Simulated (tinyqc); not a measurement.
# Threshold spread from leakage statistics

Inverse problem. VT is Gaussian with standard deviation s and Ioff goes as exp(-VT/(n Vt)), so Ioff is log-normal: mean/median = exp(w^2/2) with w = s/(n Vt). Find w, s, the relative standard deviation sqrt(exp(w^2) - 1) and the share of devices that leak more than the mean, erfc(w/(2 sqrt(2)))/2.

Values chosen for this exercise: temperature T = 300 K; subthreshold factor n = 1.42.

Constants: q = 1.602176634e-19 C, kB = 1.380649e-23 J/K, Vt = kB T/q. Results are converted to the units shown.

mean/median of the off current = 1.0502346

Answer. w = sqrt(2 ln(mean/median)); the mean lies w/2 standard deviations out in ln Ioff.

w = 0.3131
s = 11.49 mV
relative standard deviation = 0.3209
share above the mean = 43.78 %

Program tinyqc, `OMP_NUM_THREADS=1 python tinyqc.py 2090069 2090070 out.jsonl`; Intel Xeon 2.30GHz, shared host, one thread, about 0.01 s.
